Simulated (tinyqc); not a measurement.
# Changing the high-frequency permittivity eps_inf

Model: electron mobility of a polar semiconductor by Rode's iterative solution of the Boltzmann equation. Computed by tinyqc, a small Python program. Command: `OMP_NUM_THREADS=1 python tinyqc.py 3011116 3011117 out.jsonl rode sweep`. One thread of a shared host (Intel(R) Xeon(R) Processor @ 2.30GHz), about 0.03 s of CPU time with the checks.

The distribution is f(E) + e F l(E) (-df/dE) cos(theta) for a weak field F, theta counted from the force; l(E) is a mean free path. Elastic processes enter by their momentum rate, polar optical phonons by out- and in-scattering terms. One valley only: where upper valleys lie close, measured mobilities are lower. The density n is prescribed, even where a narrow-gap material would have more intrinsic carriers.

Inputs (values chosen for the exercise, modelled on CdTe):
```
quantity,value,unit
effective mass m,0.0947,m_0
static permittivity eps_s,10.2,-
density rho,5850,kg/m^3
sound velocity v_l,3390,m/s
acoustic deformation potential D_A,6.6,eV
optical phonon energy hbar w,21.4,meV
piezoelectric coupling K,0.013,-
electron density n,2.9e+16,1/cm^3
compensation ratio C,0,-
temperature T,300,K
grid points per phonon energy s,10,-
iteration cap,200,-
```

Band: parabolic. Elastic processes: acoustic, piezoelectric, impurity.

Constants: k_B = 8.617333262e-05 eV/K; m_0 = 9.1093837015e-31 kg; e = 1.602176634e-19 C; hbar = 1.054571817e-34 J s; eps_0 = 8.8541878128e-12 F/m; k_B = 1.380649e-23 J/K; hbar = 6.582119569e-16 eV s.

Method:
- Parabolic band: E = hbar^2 k^2/(2 m), speed v = hbar k/m, states per spin, volume and energy g(E) = m k/(2 pi^2 hbar^2). Masses are multiplied by m_0 and all formulas are in SI units.
- The reduced Fermi level eta = E_F/(k_B T) solves n = 2 Z int g f dE with f = 1/(1 + exp(x - eta)) (Z = 1 unless valleys are given); screening length L_s = sqrt(eps_s eps_0 k_B T/(e^2 dn/deta)), dn/deta = 2 Z int g f (1 - f) dE.
- Integrals over x = E/(k_B T) use 160 Gauss-Legendre points in u = sqrt(x) from 0 to sqrt(max(eta, 0) + 32).
- N_I = n (1 + C)/(1 - C).
- Phonon occupation N_q = 1/(exp(hbar w/(k_B T)) - 1).
- Acoustic deformation potential (elastic, equipartition, absorption and emission together): 1/tau = 2 pi k_B T D_A^2 g(E)/(hbar rho v_l^2).
- Piezoelectric (elastic, unscreened, momentum relaxation): 1/tau = e^2 K^2 k_B T m (1 + 2 alpha E)/(2 pi eps_s eps_0 hbar^3 k), with alpha = 0 for a parabolic band.
- Singly charged impurities, momentum relaxation: 1/tau = N_I e^4 m (1 + 2 alpha E) Phi/(8 pi (eps_s eps_0)^2 hbar^3 k^3), with alpha = 0 for a parabolic band.
- Brooks-Herring: Phi = ln(1 + b) - b/(1 + b), b = 4 k^2 L_s^2.
- Polar optical, unscreened: W = e^2 w (1/eps_inf - 1/eps_s) m (1 + 2 alpha E') ln|(k + k')/(k - k')| / (4 pi eps_0 hbar^2 k), times N_q for absorption (E' = E + hbar w) and N_q + 1 for emission (E' = E - hbar w > 0), with alpha = 0 for a parabolic band; mean cosine of the angle <cos> = (k^2 + k'^2)/(2 k k') - 1/ln|(k + k')/(k - k')|.
- Energy grid E_j = (j + 1/2) hbar w/s, j = 0, 1, ..., up to (max(eta, 0) + 18) k_B T, so that E_j +/- hbar w are grid points; l = 0 beyond the grid; integrals are sums times the spacing.
- With f' = f(E'): out-scattering S_o = sum over absorption and emission of W (1 - f')/(1 - f); nu = sum of elastic rates; the in-scattering weights are c+ = W_abs <cos> (1 - f')/(1 - f) for E' = E + hbar w and c- likewise for emission.
- Iteration: l_new(E) = [v(E) + c+ l(E + hbar w) + c- l(E - hbar w)]/(nu + S_o), from l = 0.
- mu = e sum g v l f (1 - f) / (3 k_B T sum g f) over the grid; stop when mu changes by less than 1e-8 of itself.
- Self-energy RTA: l = v/(nu + S_o), the first iteration. Momentum RTA: l = v/(nu + S_o - c+ v(E + hbar w)/v - c- v(E - hbar w)/v), listed only where the denominator is positive on the whole grid. The polar-only value solves the same system with nu = 0; the elastic value takes l = v/nu.

One run for each value:
```
high-frequency permittivity eps_inf,polar-phonon mobility (cm^2/(V s)),mobility mu (cm^2/(V s)),error of the self-energy RTA (%)
4.08,382,367,-54.42
4.91,532,503,-54.14
5.74,738,683,-53.78
6.57,1037,935,-53.26
7.40,1515,1311,-52.49
8.23,2394,1935,-51.16
9.06,4555,3195,-48.30
9.89,18285,7293,-36.27
```

Over the rows, polar-phonon mobility (cm^2/(V s)) rises from 382 to 18300 (exponent d ln y / d ln x 1.8 between the first rows and 16 between the last); mobility mu (cm^2/(V s)) rises from 367 to 7290 (exponent d ln y / d ln x 1.7 between the first rows and 9.4 between the last); error of the self-energy RTA (%) rises from -54.4 to -36.3 (exponent d ln y / d ln x -0.027 between the first rows and -3.3 between the last). The polar mobility times (1/eps_inf - 1/eps_s) is constant: 56.19 in the first row and 56.19 in the last.
